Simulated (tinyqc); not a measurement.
Inside a calculation. Method: Pariser-Parr-Pople SCF with singles CI, for the molecule [CH2+]c1ccccc1 (SMILES; centres numbered as the heavy atoms are written). One step of it, computed by the program tinyqc.

Task: Iteration 1: orbitals and new P. Diagonalise F (the basis is taken as orthonormal) and form P = 2 sum c c over the lowest orbitals.

F (eV), order 1C, 2C, 3C, 4C, 5C, 6C, 7C:
$$\begin{pmatrix}
-9.245477 & -3.724917 & -0.276242 & 0.098787 & 0.166574 & 0.098787 & -0.276242 \\
-3.724917 & -12.676018 & -4.599888 & 0.284379 & 0.709477 & 0.284379 & -4.599888 \\
-0.276242 & -4.599888 & -10.064136 & -5.210753 & -0.521911 & 0.572821 & 0.763724 \\
0.098787 & 0.284379 & -5.210753 & -9.999870 & -4.848287 & -0.441524 & 0.572821 \\
0.166574 & 0.709477 & -0.521911 & -4.848287 & -9.931361 & -4.848287 & -0.521911 \\
0.098787 & 0.284379 & 0.572821 & -0.441524 & -4.848287 & -9.999870 & -5.210753 \\
-0.276242 & -4.599888 & 0.763724 & 0.572821 & -0.521911 & -5.210753 & -10.064136
\end{pmatrix}$$

pi electrons, sum of z_r less the charge = 6

Give: orbital energies; P after iteration 1.

Result:

orbital energies (eV): [-20.036, -17.094, -16.011, -8.749, -4.594, -4.375, -1.121]

P after iteration 1, order 1C, 2C, 3C, 4C, 5C, 6C, 7C:
$$\begin{pmatrix}
0.252 & 0.548 & 0.209 & -0.084 & -0.196 & -0.084 & 0.209 \\
0.548 & 1.230 & 0.535 & -0.046 & -0.266 & -0.046 & 0.535 \\
0.209 & 0.535 & 0.893 & 0.708 & 0.169 & -0.286 & -0.216 \\
-0.084 & -0.046 & 0.708 & 0.954 & 0.634 & 0.063 & -0.286 \\
-0.196 & -0.266 & 0.169 & 0.634 & 0.825 & 0.634 & 0.169 \\
-0.084 & -0.046 & -0.286 & 0.063 & 0.634 & 0.954 & 0.708 \\
0.209 & 0.535 & -0.216 & -0.286 & 0.169 & 0.708 & 0.893
\end{pmatrix}$$
